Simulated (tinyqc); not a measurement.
# Small-signal admittance of a forward-biased p+-n diode, step by step

Computed by the program tinyqc: `OMP_NUM_THREADS=1 python tinyqc.py 2890166 2890167 out.jsonl`, one thread of a shared Intel Xeon 2.30GHz, about 0.01 s for the whole run. Printed values are rounded.

Holes injected into a neutral base of width wb with an ohmic contact at its end; low injection, p0 far above the equilibrium density. A small voltage v exp(i w t), w = 2 pi f, modulates the edge density by p0 v/Vt, and the small-signal density obeys Dp d2p/dx2 = (1/tau + i w) p.

Values chosen for this exercise; permittivity close to that of silicon: temperature T = 300 K; relative permittivity eps_r = 11.7; donor density of the base Nd = 3.2e16 cm^-3; hole diffusion coefficient Dp = 8.6 cm^2/s; hole lifetime tau = 7e-9 s; width of the neutral base wb = 0.27 um; excess hole density at the junction edge p0 = 1.5e14 cm^-3; acceptor density of the p+ side Na = 3e19 cm^-3; signal frequency f = 4.9e8 Hz.

Constants: q = 1.602176634e-19 C, kB = 1.380649e-23 J/K, Vt = kB T/q, eps0 = 8.8541878128e-14 F/cm where lengths are in cm. Results are converted to the units shown.

## Closed-form admittance

L = sqrt(Dp tau); direct current J = (q Dp p0/L) coth(wb/L); k = sqrt(1 + i w tau)/L; diffusion admittance Y = (q Dp p0/Vt) k coth(k wb) = G + i w C_diff; junction capacitance C_j = sqrt(q eps0 eps_r Nd/(2 Vr)) in the depletion approximation, with the remaining barrier Vr = Vt ln(Na/p0), a rough value under forward bias; base-width modulation is left out.

L = 2.453569 um
J = 7.685718 A/cm^2
k wb = 0.3697087+0.3529517i
Y = 297.7432+25.7062i S/cm^2
C_diff = 0.008349536 uF/cm^2
C_j = 0.09173761 uF/cm^2

G is 1.00 times its low-frequency value J/Vt, and C_diff is 0.0910 times C_j.

## The same by finite differences

8 equal intervals, h = wb/8; u = small-signal density over its edge value, u_0 = 1, u_8 = 0; u_(i-1) + b u_i + u_(i+1) = 0 with b = -2 - h^2 (1/tau + i w)/Dp; Y = (q Dp p0/(Vt h)) (-b/2 - u_1), which includes the half box at the edge.

b = -2.000189-0.004078i
u, node 1 to 7: [0.8744018-0.0088983i, 0.7490053-0.0142327i, 0.6238085-0.0165154i, 0.4987971-0.0162576i, 0.3739465-0.0139688i, 0.2492235-0.0101578i, 0.1245891-0.0053324i]
Y on the mesh = 297.7438+25.9083i S/cm^2

Against the closed form the real part is within 0.01 % of it and the imaginary part 0.79 % above it; |k h| = 0.064.
